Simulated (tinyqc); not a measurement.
Mobility against temperature: two scattering mechanisms together, and the Matthiessen rule.

Non-degenerate electrons. 1/tau(x) = x^(1/2)/tA + 1/(tI x^(3/2)), x = E/kT, with tA = ta (T/300)^(-3/2) and tI = ti (T/300)^(3/2) (the screening logarithm is held fixed). <tau> = integral x^(3/2) tau exp(-x) dx/Gamma(5/2); mu = <tau>/(mc m0/e), m0/e = 5.685630e-12 kg/C. Matthiessen: 1/mu = 1/muA + 1/muI with <tau>A = tA Gamma(2)/Gamma(5/2), <tau>I = tI Gamma(4)/Gamma(5/2).

Values chosen for the exercise (out of a larger set: masses near those of Ge; tau0 is set for a mobility of the usual size at this n, kL is a free input; freeze-out and phonon drag, which matter near 77 K, are left out; not measured data):

| symbol | value | unit | meaning |
|---|---|---|---|
| ta | 99 | fs | acoustic tau at E = kT and 300 K |
| ti | 240 | fs | impurity tau at E = kT and 300 K |
| mc | 0.1216 | m0 | conductivity mass |

rH = <tau^2>/<tau>^2. ta and ti are inputs of their own, not tied to tau0.

Mobilities (cm^2/(V s)):

| T (K) | acoustic | impurity | Matthiessen | exact | rH | Matthiessen/exact |
|---|---|---|---|---|---|---|
| 40 | 2.21e+04 | 763 | 737 | 691 | 1.707 | 1.068 |
| 80 | 7.82e+03 | 2.16e+03 | 1.69e+03 | 1.31e+03 | 1.322 | 1.288 |
| 120 | 4.26e+03 | 3.96e+03 | 2.05e+03 | 1.45e+03 | 1.143 | 1.416 |
| 160 | 2.77e+03 | 6.10e+03 | 1.90e+03 | 1.35e+03 | 1.069 | 1.406 |
| 220 | 1.72e+03 | 9.84e+03 | 1.46e+03 | 1.11e+03 | 1.033 | 1.311 |
| 300 | 1.08e+03 | 1.57e+04 | 1.01e+03 | 838 | 1.032 | 1.203 |
| 400 | 700 | 2.41e+04 | 680 | 605 | 1.050 | 1.124 |
| 550 | 434 | 3.89e+04 | 429 | 402 | 1.078 | 1.068 |

Give the missing row, T (K) = 60.

Computed row:
```
T (K)  acoustic  impurity  Matthiessen     exact     rH  Matthiessen/exact
60     1.20e+04  1.40e+03     1.26e+03  1.07e+03  1.488              1.174
```

The exact mobility peaks at 120 K of those listed. The two mechanisms are equal between 120 and 160 K. The rule overestimates everywhere, most at 120 K (by 42 %), since impurities stop the slow electrons and phonons the fast ones. rH runs between 1.032 and 1.707; the pure limits are 1.178 and 1.933, and the mixture dips below both, since the opposite energy slopes of the two rates leave tau nearly constant. Optical and intervalley phonons, left out, lower real mobilities above about 150 K.

Computed by tinyqc, a small Python program: `OMP_NUM_THREADS=1 python tinyqc.py 1652387 1652388 out.jsonl` (the numbers bound the seed that draws the inputs); one thread of a shared host (Intel(R) Xeon(R) Processor @ 2.30GHz), about 0.01 s for the whole set of steps.
